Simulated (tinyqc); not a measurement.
k.p theory built from an empirical-pseudopotential calculation at Gamma: one step. Luttinger parameters from the curvatures. Three cases, with inputs chosen for the exercise.

Question. A pseudopotential band calculation without spin-orbit coupling gave the curvatures below. The valence triplet at Gamma has curvatures (units of hbar^2/2m0) L (once), M (twice) along [100] and (L + 2M + 2N)/3 (once), (L + 2M - N)/3 (twice) along [111]. g1 = -(L + 2M)/3, g2 = -(L - M)/6, g3 = -N/6; heavy and light masses 1/(g1 -/+ 2 g2) along [100], 1/(g1 -/+ 2 g3) along [111].

Give: L, M, N; g1, g2, g3; masses: heavy and light [100], heavy and light [111].

Case 1.

eigenvalues along [100]: -6.05521  -3.50831  -3.50831

eigenvalues along [111]: -10.24592  -1.41296  -1.41296

Answer.

L, M, N: -6.055  -3.508  -8.833

g1, g2, g3: 4.357  0.424  1.472

masses: heavy and light [100], heavy and light [111] (m0): 0.285  0.192  0.708  0.137

Case 2.

eigenvalues along [100]: -4.54053  -1.06340  -1.06340

eigenvalues along [111]: -5.81685  -0.42524  -0.42524

Answer.

L, M, N: -4.541  -1.063  -5.392

g1, g2, g3: 2.222  0.580  0.899

masses: heavy and light [100], heavy and light [111] (m0): 0.940  0.296  2.352  0.249

Case 3.

eigenvalues along [100]: -11.31070  -1.88178  -1.88178

eigenvalues along [111]: -13.45008  -0.81209  -0.81209

Answer.

L, M, N: -11.311  -1.882  -12.638

g1, g2, g3: 5.025  1.571  2.106

masses: heavy and light [100], heavy and light [111] (m0): 0.531  0.122  1.231  0.108

Computed by tinyqc, one run a case: `OMP_NUM_THREADS=1 python tinyqc.py N N+1 out.jsonl` with N = 1050876, 1050898, 1050971; one thread of a shared Intel(R) Xeon(R) Processor @ 2.30GHz, about 0.4 s a run at most.
